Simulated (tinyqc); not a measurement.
# Fully depleted semiconductor-on-insulator film with two gates, non-linear Poisson equation by Newton steps: effects of single changes

One dimension across the film, front interface at x = 0, back interface at x = ts. psi is counted from the intrinsic level, n = ni exp(psi/Vt) (source grounded), holes neglected, acceptors ionised. Gates act through Cox = eps0 eox/tox and Cbox = 3.9 eps0/tb with potentials G1 = Vg - (phiM - chi - Vt ln(Nc/ni)) and G2 = Vb - (phiB - chi - Vt ln(Nc/ni)). Classical Boltzmann densities, no interface charge, no depletion in the back plane.

Inputs (values chosen for the exercise); band and dielectric values close to those of silicon:
- T = 400 K (temperature)
- Eg = 1.1 eV (band gap)
- eps_r = 11.8 (relative permittivity)
- Nc = 4.31e19 cm^-3 (conduction-band density of states at T)
- Nv = 4.06e19 cm^-3 (valence-band density of states at T)
- chi = 4.11 eV (electron affinity)
- eox = 3.9 (relative permittivity of the gate insulator (close to silicon dioxide))
- tox = 3.2 nm (insulator thickness)
- ts = 13 nm (film thickness)
- tb = 83 nm (buried-oxide thickness (eps_r 3.9))
- Na = 1e15 cm^-3 (acceptor density of the film)
- phiM = 4.4 eV (work function of the front gate)
- phiB = 4.61 eV (work function of the back plane)
- Vb = 0.8 V (back-gate voltage)

Constants: q = 1.602176634e-19 C, kB = 1.380649e-23 J/K, Vt = kB T/q, eps0 = 8.8541878128e-14 F/cm where lengths are in cm. Results are converted to the units shown.

Each table varies one quantity; the others keep the values above.

## Charge against front-gate voltage

ni = sqrt(Nc Nv) exp(-Eg/(2 Vt)), Eg in volts. The Poisson equation eps0 eps_r d2psi/dx2 = q (n + Na), with -eps0 eps_r dpsi/dx = Cox (G1 - psi) at x = 0 and eps0 eps_r dpsi/dx = Cbox (G2 - psi) at x = ts, is solved on 300 equal intervals with half boxes at both ends; N_inv is the trapezoid sum of n. Swing = ln 10/(d ln N_inv/dVg); the last column is (dN_inv/dVb)/(dN_inv/dVg).

Results:
```
Vg (V),psi front (V),psi back (V),N_inv (cm^-2),centroid/ts,swing (mV/decade),q dN_inv/dVg over Cox,back/front leverage
-0.34,-0.0463,-0.00223,3.38e6,0.604,84.8,1.36e-5,0.0684
-0.04,0.242,0.270,1.10e10,0.569,90.4,0.0415,0.0664
0.11,0.359,0.363,2.06e11,0.510,184,0.384,0.0611
0.26,0.429,0.393,7.36e11,0.408,396,0.635,0.0528
0.41,0.473,0.403,1.45e12,0.324,651,0.760,0.0475
0.56,0.503,0.407,2.25e12,0.265,930,0.829,0.0446
0.71,0.526,0.409,3.11e12,0.224,1.22e3,0.869,0.0429
0.86,0.543,0.411,4.00e12,0.195,1.53e3,0.895,0.0419
```

Estimate the missing row, Vg = -0.19 V.

Computed row:
```
Vg (V),psi front (V),psi back (V),N_inv (cm^-2),centroid/ts,swing (mV/decade),q dN_inv/dVg over Cox,back/front leverage
-0.19,0.0984,0.135,1.99e8,0.588,84.8,8.01e-4,0.0675
```

With this row back in the table: N_inv passes 1e11 cm^-2 at Vg = 0.0609 V. The swing starts at 84.8 mV a decade, against (1 + k) Vt ln 10 = 82.3 for a front channel with k = Cs Cbox/(Cox (Cs + Cbox)) = 0.0367, Cs = eps0 eps_r/ts; above threshold this column is no longer a subthreshold swing. The centroid falls from 0.604 to 0.195 of ts and the leverage of the back gate falls from 0.0684 to 0.0419. For Vg = 0.71, 0.86 the density at an interface exceeds 0.3 Nc, where Boltzmann statistics fail. For Vg = 0.71, 0.86 the classical centroid lies within 3 nm of an interface, where confinement, left out, would push it away.

## Threshold and coupling against the acceptor density of the film

VT is the Vg for N_inv = 1e11 cm^-2; -dVT/dVb from the linearised equation. Limits with Cs = eps0 eps_r/ts: front channel Cs Cbox/(Cox (Cs + Cbox)), back channel Cbox (Cox + Cs)/(Cox Cs). Swing at N_inv = 1e8 cm^-2.

The same in every row: front-channel limit = 0.0367; back-channel limit = 0.0903.

Threshold and coupling against the acceptor density of the film:
```
Na (cm^-3),VT (V),centroid/ts at VT,-dVT/dVb,swing (mV/decade)
1e15,0.0609,0.538,0.0637,84.8
3e15,0.0614,0.537,0.0636,84.8
9e15,0.0631,0.535,0.0636,84.8
3e16,0.0689,0.529,0.0632,84.8
8e16,0.0828,0.515,0.0624,84.7
2e17,0.115,0.478,0.0605,84.5
7e17,0.245,0.317,0.0525,83.8
2e18,0.536,0.0917,0.0413,82.7
```

What does the comparison show?

As Na goes from 1e15 to 2e18, VT rises from 0.0609 to 0.536 V, the centroid falls from 0.538 to 0.0917 of ts and -dVT/dVb falls from 0.0637 to 0.0413. The coupling covers 50.3 % of the way from the front-channel to the back-channel limit in the first row and 8.66 % in the last.

tinyqc, about 0.4 s, one thread, Intel Xeon 2.30GHz (shared host): `OMP_NUM_THREADS=1 python tinyqc.py 2190139 2190140 out.jsonl`
